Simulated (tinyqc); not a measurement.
# Worked calculation: energy and delay of logic against supply voltage

Numbers from tinyqc (`OMP_NUM_THREADS=1 python tinyqc.py 2082072 2082073 out.jsonl`; about 0.01 s on one thread of a shared Intel Xeon 2.30GHz). Printed values are rounded.

One expression serves below and above threshold: I(Vg) = Ik [ln(1 + exp((Vg - VT + dd V)/(al nf Vt)))]^al, with I_on = I(V) and I_off = I(0). Gate delay td = kd C V/I_on, clock period LD td. Per gate and cycle the switching energy is act C V^2 and the leakage energy I_off V LD td. No short-circuit current, no variation. Minima are sought above 0.09 V; below a few Vt gates no longer switch and the model has no meaning.

Parameters, values chosen for the exercise; values of the order met in logic technologies:
- T = 300 K (temperature)
- VT = 0.39 V (threshold voltage at zero drain bias)
- nf = 1.14 (slope factor)
- dd = 0.03 (barrier lowering per volt of supply)
- Ik = 2.5 uA (specific current of a gate)
- al = 1.85 (exponent of the current law)
- C = 2.9 fF (load capacitance of a gate)
- kd = 0.8 (delay factor)
- LD = 16 (logic depth)
- act = 0.2 (activity factor)
- V = 0.65 V (supply voltage)

Constants: q = 1.602176634e-19 C, kB = 1.380649e-23 J/K, Vt = kB T/q. Results are converted to the units shown.

Range of the model: At a supply of a few Vt gates lose their noise margin, and variation, left out here, decides whether they work.

## Currents, delay and energies

I_on, I_off, td, clock frequency 1/(LD td), both energies and their sum.

I_on = 51.5250 uA
I_off = 0.00866425 nA
td = 29.2674 ps
clock frequency = 2.13549 GHz
switching energy = 245.050 aJ
leakage energy = 0.00263723 aJ
energy = 245.053 aJ

I_on/I_off = 5.95e6; leakage makes up 0.00108 % of the energy.

## Starting value

V = 0.17 V.

V at the start = 0.17 V

## Iteration 1: new V

Minimum-energy supply: E(V) is the energy per gate and cycle; with h = 0.001 V, E' = (E(V + h) - E(V - h))/(2 h), E'' = (E(V - h) - 2 E(V) + E(V + h))/h^2, V(new) = V - E'/E''.

E' = 122.747 aJ/V
E'' = 2570.65 aJ/V^2
V after iteration 1 = 0.122250 V

## Iteration 2: new V

As before.

E' = -11.9451 aJ/V
E'' = 2683.07 aJ/V^2
V after iteration 2 = 0.126702 V

## Course of the iteration

Stop when the step is below 1e-9 V, or after 40 iterations.

Course of the iteration:
```
iteration  V before the step (V)   step (V)
1                           0.17    -0.0477
2                       0.122250    4.45e-3
3                       0.126702   -1.05e-4
4                       0.126598   -5.12e-8
5                       0.126598  -3.47e-12
```

Converged in 5 iterations. There leakage makes up 46.8 % of the energy and the clock runs at 0.0789 MHz.
